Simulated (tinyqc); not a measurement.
# FinFET, parasitic resistance, capacitance and delay, step by step

Computed by the program tinyqc: `OMP_NUM_THREADS=1 python tinyqc.py 2170084 2170085 out.jsonl`, one thread of a shared Intel Xeon 2.30GHz, about 0.04 s for the whole run. Printed values are rounded.

Nf fins under one contact; each has gated perimeter p = 2 Hf + Wf and cross-section A = Hf Wf; contact width Wc = Nf pf, stack height Hs = Hf. Contact length Lc = CPP - Lg - 2 Lsp, shared by two neighbouring gates. Source and drain sides are equal. The formulas are first-order estimates, not field solutions.

Inputs (values chosen for the exercise); values close to those of silicon logic devices: temperature T = 300 K; number of fins Nf = 1; fin height Hf = 42 nm; fin width Wf = 7 nm; fin pitch pf = 42 nm; contacted gate pitch CPP = 45 nm; gate length Lg = 18 nm; spacer length Lsp = 6 nm; relative permittivity of the spacer ks = 7; gate height above the channel stack Hc = 30 nm; contact resistivity rc = 2e-9 ohm cm^2; resistivity of the source-drain epitaxy re = 0.00034 ohm cm; current-carrying depth of the epitaxy te = 25 nm; resistivity of the extension rx = 0.00059 ohm cm; gate overlap Lov = 2 nm; inversion capacitance Cinv = 3.5 uF/cm^2; injection velocity vx = 1.6e7 cm/s; apparent mobility mu = 350 cm^2/(V s); threshold at zero drain voltage VT = 0.23 V; barrier lowering dl = 0.033 V/V; subthreshold factor n = 1.21; wire load Cw = 0.31 fF; supply voltage Vdd = 0.7 V.

Constants: q = 1.602176634e-19 C, kB = 1.380649e-23 J/K, eps0 = 8.8541878128e-12 F/m, Vt = kB T/q. Results are converted to the units shown.

## Geometry and resistances

Epitaxy sheet resistance Rsh = re/te, transfer length LT = sqrt(rc/Rsh), contact Rc = [sqrt(rc Rsh)/Wc] coth(Lc/(2 LT)); extension of one fin Rx = rx Lsp/A. Effective width N p; for equal currents one side has Rc + Rx/N.

Lc = 15 nm
effective width = 91 nm
Rsh = 136 ohm
LT = 38.3482 nm
Rc = 642.995 ohm
Rx = 120.408 ohm
one side times effective width = 69.4697 ohm um

Lc/2 is 0.20 transfer lengths, and Rc is 1.3 % above the area limit rc/(Wc Lc/2). The contact makes up 84.2 % of one side.

## Capacitances

With N fins: gate Cg = Cinv p N Lg; per side, plate Cp = ks eps0 [Wc (Hs + Hc) - N A]/Lsp, top fringe Cf = (2/pi) ks eps0 Wc ln(1 + Lg/(2 Lsp)), overlap Co = Cinv p N Lov. Cs = Cp + Cf + Co. An inverter of two such devices driving an equal one has the load CL = 2 (Cg + 2 Cs) + 4 Cs + Cw (its own drains counted twice for the Miller effect).

Cg = 57.33 aF
Cp = 28.2006 aF
Cf = 1.51848 aF
Co = 6.37 aF
CL = 713.373 aF

The channel capacitance gives 16.1 % of CL, the parasitic parts 40.5 % and the wire 43.5 %.

## Iteration 1: fin currents at Vgs = Vdd, Vds = Vdd/2

I at the start (uA): fin 1 0

One fin: I = p Q vx u/(1 + |u|^1.8)^(1/1.8), Q = Cinv n Vt ln(1 + exp((Vg' - VT + dl Vd')/(n Vt))), u = Vd' mu/(vx Lg), Vg' = Vgs - v, Vd' = Vds - 2 v, with the drop on each side v = Rc (sum of I) + Rx I. I(new) = I + 0.5 (I(out) - I).

drop v (mV): fin 1 0
I(out) (uA): fin 1 235.876
I after iteration 1 (uA): fin 1 117.938

## Iteration 2: fin currents at Vgs = Vdd, Vds = Vdd/2

As before.

drop v (mV): fin 1 90.0342
I(out) (uA): fin 1 171.974
I after iteration 2 (uA): fin 1 144.956

## Course of the iteration: fin currents at Vgs = Vdd, Vds = Vdd/2

Stop when the largest change of I is below 1e-6 uA, or after 80 iterations.

Course of the iteration:

| iteration | total I (uA) | largest \|change\| of one entry (uA) |
|---|---|---|
| 1 | 117.938 | 118 |
| 2 | 144.956 | 27.0 |
| 3 | 147.923 | 2.97 |
| 4 | 148.062 | 0.139 |
| 5 | 148.067 | 5.32e-3 |
| 6 | 148.067 | 2.02e-4 |
| 7 | 148.067 | 7.67e-6 |
| 8 | 148.067 | 2.91e-7 |

Converged in 8 iterations. At the end each change is about 0.038 times the one before: linear convergence.

## Effective current, delay and energy

IH = I(Vdd, Vdd/2) = 148.067 uA
IL = I(Vdd/2, Vdd), solved likewise = 51.4537 uA

Ieff = (IH + IL)/2, delay CL Vdd/(2 Ieff), energy CL Vdd^2, with CL the load of an inverter that drives an equal one.

Ieff = 99.7606 uA
delay = 2.50280 ps
energy = 349.553 aJ

Without any series resistance Ieff would be 154 uA, so the resistances cost 35.2 %.
